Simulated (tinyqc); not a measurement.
Two-band k.p model of the X valleys of a zinc-blende crystal: one step. Shape of the lower band. Three cases, with inputs chosen for the exercise.

Problem. Give x, k_m, dE and both masses.

With x = D/D0: for x < 1 the minima lie at k_m = sqrt(ml D0 (1 - x^2)/(4 c)), the hump at X has the height dE = (D0/4)(1 - x)^2 and the mass at the minimum is ml/(1 - x^2); the mass at X is ml/(1 - 1/x), negative for x < 1. For x > 1 the minimum is at X.

Constants: hbar^2/2m0 = 3.80998211 eV angstrom^2.

Give: x; k_m; dE; mass at the minimum; mass at X.

Case 1.

Values chosen (out of a larger set: of the order of those of GaP; not measured data): D = 0.327 eV (splitting of the two conduction levels at X); D0 = 0.487 eV (coupling energy); ml = 0.965 m0 (mass along the axis from remote bands).

Solution.

x = 0.6715
k_m = 0.13013 1/angstrom
dE = 13.142 meV
mass at the minimum = 1.757 m0
mass at X = -1.972 m0

The coupling wins over the splitting, so each X point carries two minima; the hump equals kT at 153 K.

Case 2.

Values chosen (out of a larger set: of the order of those of AlAs; not measured data): D = 0.372 eV (splitting of the two conduction levels at X); D0 = 0.14 eV (coupling energy); ml = 0.654 m0 (mass along the axis from remote bands).

Solution.

x = 2.6571
k_m = 0.00000 1/angstrom
dE = 0.000 meV
mass at the minimum = 1.049 m0
mass at X = 1.049 m0

The splitting wins, so the minimum stays at X, with a mass raised by a factor of 1.60 through the repulsion from the upper band.

Case 3.

Values chosen (out of a larger set: of the order of those of GaP; not measured data): D = 0.351 eV (splitting of the two conduction levels at X); D0 = 0.41 eV (coupling energy); ml = 0.876 m0 (mass along the axis from remote bands).

Solution.

x = 0.8561
k_m = 0.07934 1/angstrom
dE = 2.123 meV
mass at the minimum = 3.280 m0
mass at X = -5.211 m0

The coupling wins over the splitting, so each X point carries two minima; the hump equals kT at 25 K.

Computed by tinyqc, one run a case: `OMP_NUM_THREADS=1 python tinyqc.py N N+1 out.jsonl` with N = 1880345, 1880635, 1880726; one thread of a shared Intel(R) Xeon(R) Processor @ 2.30GHz, about 0.01 s a run at most.
